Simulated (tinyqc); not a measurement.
# Worked calculation: MOSFET in saturation, small-signal circuit and noise

tinyqc, about 0.01 s, one thread, Intel Xeon 2.30GHz (shared host): `OMP_NUM_THREADS=1 python tinyqc.py 2150043 2150044 out.jsonl` Printed values are rounded.

Bias by the inversion coefficient IC = I/Ispec (charge-based model with velocity saturation; weak inversion below 0.1, strong above 10). Common-source circuit: gm, gds, Cgs, Cgd and Cj at the inner nodes, Rg in series with the gate; quasi-static, no source or drain resistance, no gate-body capacitance, no substrate network, no induced gate noise, so fmax is an upper estimate.

Inputs (values chosen for the exercise): temperature T = 325 K; gate length L = 90 nm; total gate width W = 20 um; gate capacitance Cox = 2.1 uF/cm^2; mobility mu = 230 cm^2/(V s); slope factor n = 1.41; velocity-saturation length Ls = 15 nm; ratio gds/gm sg = 0.034; overlap and fringe capacitance per side Cov = 0.22 fF/um; drain junction capacitance Cj = 0.3 fF/um; sheet resistance of the gate Rsh = 10 ohm; finger width Wf = 2 um; gate contact and vertical resistance Rc = 300 ohm um; inversion coefficient IC = 4.2; short-channel excess of the noise factor gw = 0.05; oxide trap density Nt = 1.6e17 cm^-3 eV^-1; tunnelling length into the oxide lt = 0.1 nm; Coulomb scattering coefficient ac = 0 V s/C; signal frequency f = 2 GHz.

Constants: q = 1.602176634e-19 C, kB = 1.380649e-23 J/K, Vt = kB T/q. Results are converted to the units shown.

## Current, transconductance and gain

Ispec = 2 n mu Cox (W/L) Vt^2, lc = Ls/L, gms = [sqrt((lc IC + 1)^2 + 4 IC) - 1]/[2 + lc (lc IC + 1)], gm = gms Ispec/(n Vt), gds = sg gm.

Ispec = 237.4085 uA
I = 997.1156 uA
gms = 1.505405
gm = 9.050535 mS
gds = 0.3077182 mS
gm/I = 9.076715 1/V

gm/I is 35.8 % of its weak-inversion limit 1/(n Vt); without velocity saturation (lc = 0) gms would be 1.61.

## Capacitances, gate resistance and cut-off frequencies

qs = [sqrt(1 + 4 IC) - 1]/2, Cgs = Cox W L qs (2 qs + 3)/(3 (qs + 1)^2) + Cov W, Cgd = Cov W, Cd = Cj W, Rg = Rsh (Wf/L)/(12 Nf) + Rc/W with Nf = W/Wf fingers (not rounded) contacted at both ends. fT = gm/(2 pi (Cgs + Cgd)), fmax = fT/(2 sqrt(Rg (gds + 2 pi fT Cgd))).

Cgs = 22.92114 fF
Cgd = 4.4 fF
Cd = 6 fF
Rg = 16.85185 ohm
fT = 52.72245 GHz
fmax = 152.8391 GHz

Overlap and fringe make up 32.2 % of the gate capacitance; fmax is 2.90 times fT.

## Admittance matrix

Inner admittances at w = 2 pi f: y11 = i w (Cgs + Cgd), y12 = -i w Cgd, y21 = gm - i w Cgd, y22 = gds + i w (Cgd + Cd). Invert to Z, add Rg to Z11 and invert back to Y.

inner y (mS):
```
                    1                   2
1  0.000000+0.343328i  0.000000-0.055292i
2  9.050535-0.055292i  0.307718+0.130690i
```

Y with Rg (mS):
```
                    1                    2
1  0.001986+0.343316i  -0.000320-0.055290i
2  9.049912-0.107652i   0.307818+0.139123i
```

## Current gain and unilateral power gain

|h21| = |Y21/Y11|; U = |Y21 - Y12|^2/(4 [Re Y11 Re Y22 - Re Y12 Re Y21]). Extrapolated at 20 dB a decade: f |h21| and f sqrt(U).

|h21| = 26.36172
U = 5839.948
f |h21| = 52.72343 GHz
f sqrt(U) = 152.8391 GHz

f |h21| is within 0.01 % of the formula for fT, and f sqrt(U) within 0.01 % of that for fmax.

## Noise at the gate

Channel noise Sid = 4 kB T gam n gm with gam = (1/2 + (2/3) qs)/(1 + qs) + gw lc IC, qs = [sqrt(1 + 4 IC) - 1]/2, lc = Ls/L (the last term an empirical rise with velocity saturation); at the gate, white noise Sw = Sid/gm^2 + 4 kB T Rg. Number fluctuation with correlated mobility: S(f) = K/f, K = q^2 Vt lt Nt/(W L Cox^2) (1 + ac mu Cox I/gm)^2, Vt in eV with Nt per eV. Corner fc = K/Sw. Full shot noise would be 2 q I.

gam = 0.6377975
Sid = 1.460841e-22 A^2/Hz
Sid/(2 q I) = 0.4572112
sqrt(Sw) = 1.444260 nV/Hz^0.5
K = 1.449059e-11 V^2
fc = 6.946964 MHz

The gate resistance gives 15 % of the white noise power.
